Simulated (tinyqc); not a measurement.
Depolarisation shift: optical transitions of a finite quantum well.

Each carrier sees a square well of width L with its own depth V and masses m (inside), mb (outside); c = hbar^2/2m0, k = sqrt(m E/c), kappa = sqrt(mb (V - E)/c), and level n solves k L + 2 atan[(k/m)/(kappa/mb)] = n pi. The envelope is cos(kz) for odd n and sin(kz) for even n inside, joins exp(-kappa (|z| - L/2)) outside, and is normalised to 1. Excitons and band mixing are left out.

Constants: hbar^2/2m0 = 3.80998211 eV angstrom^2; e^2/(4 pi eps0) = 14.39964547 eV angstrom.

Values chosen for the exercise (near those of an InGaAs well in InAlAs; shifted at random, so the results belong to these values and not to a real crystal): L = 87 angstrom (well width); Vc = 0.533 eV (conduction offset); me = 0.0412 m0 (electron, well); meb = 0.0736 m0 (electron, barrier); eps = 11.6 (background dielectric constant); Nss = (0.091, 0.23, 0.46, 0.91, 1.4, 1.8, 2.7) x 1e12/cm^2 (sheet densities).

The collective line lies at E12 sqrt(1 + a), a = 8 pi q (n1 - n2) S/(eps E12), q = e^2/(4 pi eps0), S = integral over z of (integral up to z of psi_1 psi_2)^2. Zero temperature with the mass me in both subbands: n1 - n2 = Ns until Ns reaches D E12, D = me/(2 pi c), and D E12 beyond. 1e12/cm^2 = 1e-4/angstrom^2; exchange and the static band bending by the charge are left out.

Line position:
```
Ns (1e12/cm^2),n1 - n2,a,line (meV),shift (meV)
0.091,0.091,0.0104,186.59,0.96
0.23,0.230,0.0262,188.05,2.42
0.46,0.460,0.0524,190.44,4.81
1.4,1.400,0.1596,199.90,14.27
1.8,1.800,0.2052,203.79,18.16
2.7,2.700,0.3078,212.29,26.66
```

Give the missing row, Ns (1e12/cm^2) = 0.91.

Computed row:
```
Ns (1e12/cm^2)  n1 - n2       a  line (meV)  shift (meV)
0.91              0.910  0.1037      195.02         9.39
```

S = 6.783 angstrom
E12 = 185.63 meV

The upward shift grows from 0.96 to 26.66 meV, 14.4 % of E12 at most. For small a the shift is a E12/2, linear in Ns; in the last row that rule gives 28.57 meV. S/L = 0.0780, against 5/(9 pi^2) = 0.0563 for hard walls.

Run: tinyqc, `OMP_NUM_THREADS=1 python tinyqc.py 1280595 1280596 out.jsonl`; Intel(R) Xeon(R) Processor @ 2.30GHz, one thread, shared host; about 0.1 s of CPU time with all checks.
